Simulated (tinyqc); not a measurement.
Pair of shallow donors (hydrogen-like orbitals): sweeps and comparisons. A value that a table varies takes the place of the one given here.

Each donor has the orbital exp(-r/a); energy unit Ha* = q/(eps a), q = e^2/(4 pi eps0), so that a lone donor is bound by Ha*/2; x = R/a. One electron: S = (1 + x + x^2/3) exp(-x), j = 1/x - (1 + 1/x) exp(-2x), k = (1 + x) exp(-x); levels E(+/-) = -1/2 - (j +/- k)/(1 +/- S) in Ha*, without the repulsion of the ions, split by D = |E(-) - E(+)|. In six valleys the overlaps S and k are multiplied by v = [cos(K Rx) + cos(K Ry) + cos(K Rz)]/3, K = k0 (2 pi/a_lat), for isotropic envelopes and the symmetric valley state.

Two electrons, Heitler-London: with S' = (1 - x + x^2/3) exp(x), C = 1/x - exp(-2x)(1/x + 11/8 + 3x/4 + x^2/6), X = (1/5){exp(-2x)(25/8 - 23x/4 - 3x^2 - x^3/3) + (6/x)[S^2 (0.5772157 + ln x) + S'^2 Ei(-4x) - 2 S S' Ei(-2x)]}, Q = C - 2j + 1/x and A = X - 2 S k + S^2/x, the singlet and triplet lie at (Q +/- w A)/(1 +/- w S^2) from two lone donors, with the valley weight w = v^2; the exchange is J = triplet - singlet.

Constants: e^2/(4 pi eps0) = 14.39964547 eV angstrom.

Parameters, chosen for this exercise (near those of two donors in Si; shifted at random, so the results belong to these values and not to a real crystal):
- a = 18.5 angstrom (orbital radius)
- eps = 11.3 (dielectric constant)
- a_lat = 5.431 angstrom (lattice constant)
- k0 = 0.842 2 pi/a_lat (valley position)
- sites = ((10, 0, 0), (10.25, 0.25, 0.25), (10.5, 0.5, 0), (10, 0.5, 0.5), (9.75, 0.25, -0.25), (10.75, 0.25, -0.25), (10, 1, 0), (10.25, 0.75, -0.25), (11, 0.5, 0.5)) a_lat (positions of the second donor)
- Ns = (0.031, 0.077, 0.18, 0.46, 1.1, 2.3, 4.6) x 1e18/cm^3 (donor densities)
- n = (19, 0, 0) a_lat (separation vector)

## Placement within one cell

D and J for each site, and for v = 1.

Results:
```
site                  R (angstrom)       v  D (meV)  J (micro-eV)  J for v = 1
(10, 0, 0)                    54.3   0.375     4.58           816     5.92e+03
(10.25, 0.25, 0.25)           55.7  -0.064    0.734          21.5     5.37e+03
(10.5, 0.5, 0)                57.1   0.221     2.45           234     4.88e+03
(10, 0.5, 0.5)                54.4  -0.878     11.7      4.49e+03     5.86e+03
(9.75, 0.25, -0.25)           53.0   0.248     3.12           389     6.48e+03
(10.75, 0.25, -0.25)          58.4   0.480     5.20      1.01e+03     4.44e+03
(10, 1, 0)                    54.6   0.223     2.68           285     5.81e+03
(10.25, 0.75, -0.25)          55.8  -0.371     4.33           724     5.33e+03
(11, 0.5, 0.5)                59.9  -0.611     6.39      1.49e+03     4.00e+03
```

Over these sites the envelope alone changes J by a factor 1.62, and the valley factor v^2 by 190; J runs from 21.5 at (10.25, 0.25, 0.25) to 4.49e+03 micro-eV at (10, 0.5, 0.5). Moves of less than one lattice constant change the phases of the valleys along each axis that moves, so the placement must be exact to the site.

## From lone donors to an impurity band (impurity band of shallow donors (Hubbard estimate))

Donors on a simple cubic lattice of spacing R = N^(-1/3) (1/angstrom^3 = 1e24/cm^3), Ha* = q/(eps a), q = e^2/(4 pi eps0), x = R/a. Hopping t = Ha* (1 + x) exp(-x), band width B = 12 t, on-site repulsion U = (5/8) Ha*; the gap closes near B/U = 1.15. Valley factors and disorder are left out.

Results:
```
N (1e18/cm^3)  R (angstrom)  N^(1/3) a   t (meV)   B (meV)       B/U
0.031                 318.3      0.058  4.22e-05  0.000506  1.18e-05
0.077                 235.1      0.079   0.00286    0.0344  0.000798
0.18                  177.1      0.104    0.0507     0.608    0.0141
0.46                  129.5      0.143     0.501      6.02     0.140
1.1                    96.9      0.191      2.29      27.4     0.637
2.3                    75.8      0.244      5.85      70.1      1.63
4.6                    60.1      0.308      11.3       136      3.16
```

B/U passes 1.15 between 1.1 and 2.3 x 1e18/cm^3; the root is x = 4.52, N^(1/3) a = 0.221, N = 1.7 x 1e18/cm^3, below the 2.8 that the empirical rule N^(1/3) a = 0.26 gives; the estimate is rough, since random positions, the overlap of the orbitals and screening are left out. While N grows by 148 times, t grows by 2.69e+05 times.

## What each parameter does

x, D = |E(-) - E(+)| and J. Each row changes one parameter from the base and keeps the others.

Results:
```
case                       x  D (meV)  J (micro-eV)
base                   5.578    1.851           123
a = 16.7 angstrom      6.179    1.254          51.3
eps = 12.4             5.578    1.687           112
k0 = 0.822 2 pi/a_lat  5.578   0.7764          21.8
n = (20, 0, 0) a_lat   5.871    1.231          54.7
```

The largest shifts from the base row, up to three for each result and ties (the steps differ in size, so this ranks the rows, not the parameters). x: a +0.601, n +0.294; unchanged at the printed digits by eps and k0. D (meV): k0 -1.07, n -0.620, a -0.597. J (micro-eV): k0 -101, a -71.6, n -68.2.

Program tinyqc; command `OMP_NUM_THREADS=1 python tinyqc.py 1252522 1252523 out.jsonl`; about 0.01 s on one thread of a shared Intel(R) Xeon(R) Processor @ 2.30GHz.
